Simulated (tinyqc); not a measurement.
Worked calculation: RKS/BP86 in the 3-21g basis, for H3-, spin multiplicity 1. The basis has no diffuse functions, so it cannot describe the extra electron: this is an exercise in the method, not the real anion. Computed by tinyqc, a small Python program that keeps every step (integrals from PySCF). Settings: charge = -1, multiplicity = 1, basis = 3-21g, energy threshold = 1e-09, iteration cap = 50, orthogonalisation = canonical, start = core, DIIS depth = 4, DIIS from iteration = 3, method = RKS, functional = b88,p86, grid = [10, 14]. Command: `OMP_NUM_THREADS=1 python tinyqc.py 28840 28841 out.jsonl` (the two numbers bound the seeds that draw the settings). One thread of a shared host (Intel(R) Xeon(R) Processor @ 2.60GHz), about 2 s of CPU time with the checks.

Geometry (angstrom):
```
atom        x        y        z
H     0.00000  0.00000  0.00000
H     0.00000  0.00000  0.90800
H     0.00000  0.78600  0.45400
```

Stop when the energy changes by less than 1e-09 hartree and every element of the error matrix X^T (F D S - S D F) X is below 9e-06.

Course of the cycle:
```
iteration  E (hartree)     change  largest element of the error matrix
1           -1.0178253          -                             8.05e-01
2           -1.3056621  -2.88e-01                             2.12e-01
3           -1.2916036   1.41e-02                             3.38e-01
4           -1.3225106  -3.09e-02                             2.01e-01
5           -1.3469126  -2.44e-02                             1.70e-01
6           -1.3375680   9.34e-03                             1.01e-01
7           -1.3390879  -1.52e-03                             2.05e-01
8           -1.3359123   3.18e-03                             2.18e-01
9           -1.3364729  -5.61e-04                             1.12e-01
10          -1.3364126   6.03e-05                             1.14e-01
11          -1.3366312  -2.19e-04                             1.12e-01
12          -1.3090067   2.76e-02                             3.02e-01
13          -1.3087252   2.82e-04                             3.03e-01
14          -1.3522219  -4.35e-02                             1.37e-01
...                ...        ...                                  ...
37          -1.3469168   9.01e-04                             7.86e-02
38          -1.3450357   1.88e-03                             1.12e-01
39          -1.3379697   7.07e-03                             1.03e-01
40          -1.3465429  -8.57e-03                             7.20e-02
41          -1.3415512   4.99e-03                             8.44e-02
42          -1.3464025  -4.85e-03                             7.04e-02
43          -1.3470676  -6.65e-04                             6.49e-02
44          -1.3465373   5.30e-04                             6.57e-02
45          -1.3288750   1.77e-02                             1.72e-01
46          -1.3228043   6.07e-03                             2.03e-01
47          -1.3262659  -3.46e-03                             1.97e-01
48          -1.3484736  -2.22e-02                             6.10e-02
49          -1.3410760   7.40e-03                             7.17e-02
50          -1.3412989  -2.23e-04                             1.14e-01
```

Can the last value be used, and what does the course show?

Not by the stop rule. Not converged within the cap of 50 iterations: the residual wanders without falling. Reruns (cap 100 unless said): DIIS 8: not converged; damping 0.5: not converged; level shift 0.5: converged in 10; atomic densities as start, DIIS 8: not converged; the original settings with a cap of 400: not converged. PySCF RKS in the same basis, fine grid = -1.3048578 hartree, which differs from a converged run on this coarse grid by the grid error.
